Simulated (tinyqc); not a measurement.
# Vertical double-diffused power MOSFET, components of the on-resistance: effects of single changes

Stripe cells of pitch Wp + a, two channels a cell. Current flows through the channels, spreads in the accumulation layer, passes the gap between the p bodies and spreads at 45 degrees into the drift layer below them. Low drain voltage, full ionisation.

Parameters, values chosen for the exercise; bulk values close to those of gallium nitride:
- T = 350 K (temperature)
- eps_r = 9.38 (relative permittivity)
- Kc = 26100 V/cm per (cm^-3)^(1/8) (critical-field constant)
- BV = 1700 V (rated breakdown voltage of the drift layer)
- mud = 919 cm^2/(V s) (drift mobility at 300 K)
- bt = 2.4 (temperature exponent of the drift mobility)
- tox = 95 nm (gate oxide thickness (eps_r 3.9))
- Vov = 4 V (gate overdrive)
- mch = 17 cm^2/(V s) (channel mobility)
- mac = 100 cm^2/(V s) (accumulation-layer mobility)
- Lc = 1.2 um (channel length)
- Wp = 5 um (width of the p body in one cell, channels included)
- a = 3 um (gap between neighbouring p bodies)
- xp = 1.5 um (depth of the p body)
- Nj = 3 (doping of the gap over the drift doping)
- Vbi = 3.08 V (built-in voltage of the body junction)
- Rs = 0.51 mohm cm^2 (substrate and contact resistance)

Constants: q = 1.602176634e-19 C, eps0 = 8.8541878128e-14 F/cm where lengths are in cm. Results are converted to the units shown.

Each table varies one quantity; the others keep the values above.

## On-resistance against the gap between neighbouring p bodies

Triangular field at breakdown with Ec = Kc N^(1/8): BV = eps0 eps_r Ec^2/(2 q N), so N = (eps0 eps_r Kc^2/(2 q BV))^(4/3); W = 2 BV/Ec; mu = mud (T/300 K)^(-bt); rho = 1/(q mu N); ideal resistance rho W. Pitch p = Wp + a, Cox = 3.9 eps0/tox; zero-bias depletion in the gap w0 = sqrt(2 eps0 eps_r Vbi/(q N Nj)), open gap g = a - 2 w0; R_ch = Lc p/(2 mch Cox Vov); R_acc = 0.6 a p/(4 mac Cox Vov), 0.6 being an empirical factor for current leaving the layer along its length; R_gap = (rho/Nj) xp p/g; spreading depth t = min(W, (p - g)/2); R_drift = (rho p/2) ln((g + 2 t)/g) + rho (W - t); R_on = the sum with Rs.

The same in every row: ideal (mohm cm^2) = 1.210.

On-resistance against the gap between neighbouring p bodies:
```
a (um),R_ch (mohm cm^2),R_acc (mohm cm^2),R_gap (mohm cm^2),R_drift (mohm cm^2),R_on (mohm cm^2),largest term
0.76,13.98,0.4516,2.175,1.981,19.10,channel
1.1,14.81,0.6923,0.6148,1.681,18.31,channel
1.6,16.02,1.089,0.3201,1.540,19.48,channel
2.3,17.72,1.732,0.2051,1.451,21.62,channel
3.3,20.15,2.826,0.1456,1.388,25.02,channel
4.7,23.55,4.703,0.1116,1.341,30.21,channel
6.8,28.64,8.278,0.08948,1.305,38.83,channel
9.7,35.68,14.71,0.07581,1.279,52.26,channel
14,46.12,27.44,0.06645,1.259,75.40,channel
```

R_on goes from 19.1 through a minimum of 18.3 (at a = 1.1 among the rows listed) to 75.4 mohm cm^2. The channel term is the largest at a = 0.76 and in all other rows. R_on is 15.8 times the ideal drift resistance in the first row and 62.3 times in the last. A narrow gap chokes the current while a wide one lengthens the pitch and so dilutes the channels, which gives the minimum.

## On-resistance against the width of the p body in one cell

Same model as above.

The same in every row: ideal (mohm cm^2) = 1.2101.

Results:
```
Wp (um),R_ch (mohm cm^2),R_acc (mohm cm^2),R_gap (mohm cm^2),R_drift (mohm cm^2),R_on (mohm cm^2),largest term
3,14.565,1.8570,0.11864,1.3014,18.352,channel
3.7,16.264,2.0737,0.13248,1.3337,20.314,channel
4.7,18.691,2.3832,0.15226,1.3857,23.123,channel
5.8,21.362,2.7236,0.17401,1.4499,26.219,channel
7.2,24.760,3.1569,0.20169,1.5409,30.170,channel
9,29.130,3.7140,0.23728,1.6709,35.262,channel
14,41.267,5.2615,0.33615,2.0937,49.468,channel
```

Estimate the missing row, Wp = 11 um.

Computed row:
```
Wp (um),R_ch (mohm cm^2),R_acc (mohm cm^2),R_gap (mohm cm^2),R_drift (mohm cm^2),R_on (mohm cm^2),largest term
11,33.984,4.3330,0.27683,1.8302,40.935,channel
```

With this row back in the table: R_on rises from 18.4 to 49.5 mohm cm^2. The channel term is the largest at Wp = 3 and in all other rows. R_on is 15.2 times the ideal drift resistance in the first row and 40.9 times in the last.

Computed by the program tinyqc: `OMP_NUM_THREADS=1 python tinyqc.py 2230008 2230009 out.jsonl`, one thread of a shared Intel Xeon 2.30GHz, about 0.01 s for the whole run.
